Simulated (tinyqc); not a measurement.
# Defect equilibria of an oxide against oxygen pressure (mass action), step by step

A worked calculation. Computed by tinyqc, a small Python program that keeps every step. Command: `OMP_NUM_THREADS=1 python tinyqc.py 3016005 3016006 out.jsonl brouwer walk`. One thread of a shared host (Intel(R) Xeon(R) Processor @ 2.30GHz), about 0.01 s of CPU time with the checks. Intermediate numbers are printed to about 5 digits and carried at full precision; extremes and crossings named in words are read from the listed rows.

Defects: oxygen vacancies V (charge +2), electrons n, holes p, the ionic partner X = V_M'' (charge -2), and the dopant. Activities are taken equal to concentrations.

Inputs (values chosen for the exercise, for a model oxide): reduction enthalpy H_r = 4.22 eV; prefactor K_r0 = 4.8e+70 cm^-9 atm^(1/2); gap E_g = 2.47 eV; prefactor N_c N_v = 2.3e+41 cm^-6; disorder enthalpy H_s = 2.65 eV; prefactor K_s0 = 3.8e+45 cm^-6; dopant density N_d = 2e+19 cm^-3; temperature T = 900 K; oxygen pressure P = 7e-19 atm; electron mobility mu_n = 0.11 cm^2/(V s); hole mobility mu_p = 0.078 cm^2/(V s); vacancy diffusion prefactor D_0 = 0.036 cm^2/s; vacancy migration energy E_m = 1.1 eV.

Ionic disorder: Schottky, oxide MO. Dopant (singly charged, fully ionised): acceptor.

Constants: k_B = 8.617333262e-05 eV/K; e = 1.602176634e-19 C.

## Equilibrium constants

K_r = K_r0 exp(-H_r/k_B T) = [V] n^2 P^(1/2); K_i = N_c N_v exp(-E_g/k_B T) = n p; K_s = K_s0 exp(-H_s/k_B T) = [X] [V].

K_r = 1.1227e+47 cm^-9 atm^(1/2)

K_i = 3.3911e+27 cm^-6

K_s = 5.5009e+30 cm^-6

## Trial electron densities

Neutrality: 2 [V] + p = n + 2 [X] + N_d. With n as the unknown, [V] = K_r/(n^2 P^(1/2)), p = K_i/n, [X] = K_s/[V]; the log ratio is ln(positive/negative).

Densities (cm^-3):
```
n                [V]           p         [X]  log ratio
1.00e+17  1.3419e+22  3.3911e+10  4.0993e+08      7.197
1.00e+18  1.3419e+20  3.3911e+09  4.0993e+10      2.548
1.00e+19  1.3419e+18  3.3911e+08  4.0993e+12     -2.414
1.00e+20  1.3419e+16  3.3911e+07  4.0993e+14     -8.405
1.00e+21  1.3419e+14  3.3911e+06  4.0993e+16    -15.151
```

## Solution at the given pressure

The root is found by 60 bisections in ln n between n = 1e-10 and 1e25 cm^-3.

n = 3.3876e+18 cm^-3

[V] = 1.1694e+19 cm^-3

p = 1.0010e+09 cm^-3

[X] = 4.7042e+11 cm^-3

The largest terms give the Brouwer balance 2 [V] = N_d; the smaller of the two terms is 86 % of the total charge of one sign, so the point lies near a boundary between regimes.

## Conductivities

sigma_n = e n mu_n, sigma_p = e p mu_p, sigma_ion = 2 e [V] mu_V with mu_V = 2 e D/(k_B T) and D = D_0 exp(-E_m/k_B T); only the oxygen vacancies carry ionic current, and the ionic transport number is sigma_ion over the total.

sigma_n = 0.059702 S/cm

sigma_p = 1.2510e-11 S/cm

sigma_ion = 2.4082e-06 S/cm

total conductivity = 0.059705 S/cm

ionic transport number = 4.0334e-05

The conductor is mainly n-type electronic here.

## Brouwer diagram

The slope is d log n / d log P from this row and the one above; the last column names the largest term on each side. Pressures that give more than 3e21 cm^-3 are left out.

Log10 of the densities in cm^-3:
```
log10 P (atm)       n     [V]       p     [X]  slope of n      balance
-32            21.115  20.820   6.415   9.920           -    2 [V] = n
-28            20.440  20.170   7.090  10.571    -0.16865    2 [V] = n
-24            19.739  19.573   7.792  11.168    -0.17539    2 [V] = n
-20            18.946  19.159   8.585  11.582    -0.19824  2 [V] = N_d
-16            18.014  19.022   9.516  11.719    -0.23289  2 [V] = N_d
-12            17.024  19.002  10.506  11.738    -0.24755  2 [V] = N_d
-8             16.025  19.000  11.505  11.740    -0.24974  2 [V] = N_d
-4             15.025  19.000  12.505  11.740    -0.24997  2 [V] = N_d
0              14.025  19.000  13.505  11.740    -0.25000  2 [V] = N_d
```

Regimes: 2 [V] = n from log P = -32 to -24, where that balance predicts a slope of -1/6 and the table comes as close as -0.169; 2 [V] = N_d from log P = -20 to 0, where that balance predicts a slope of -1/4 and the table comes as close as -0.250. Rows with n or p near or above sqrt(N_c N_v) are degenerate, and n p = K_i is then only nominal.

## Conductivity against oxygen pressure

The formulas are those given above.

Log10 of the conductivities in S/cm:
```
log10 P (atm)   n-type   p-type    ionic    total  ionic transport number
-28             0.6864  -12.813  -4.5166   0.6864                 0.00001
-24            -0.0152  -12.112  -5.1134  -0.0152                 0.00001
-20            -0.8081  -11.319  -5.5275  -0.8081                 0.00002
-16            -1.7397  -10.387  -5.6644  -1.7396                 0.00012
-12            -2.7299   -9.397  -5.6840  -2.7294                 0.00111
-8             -3.7289   -8.398  -5.6860  -3.7241                 0.01092
-4             -4.7288   -7.398  -5.6862  -4.6825                 0.09914
0              -5.7288   -6.398  -5.6863  -5.3638                 0.47596
```

The ionic transport number stays at or below about 0.48: no electrolytic window. The total has no minimum inside this range.

Checks made by the program: the three mass-action laws (relative difference below 1e-10).
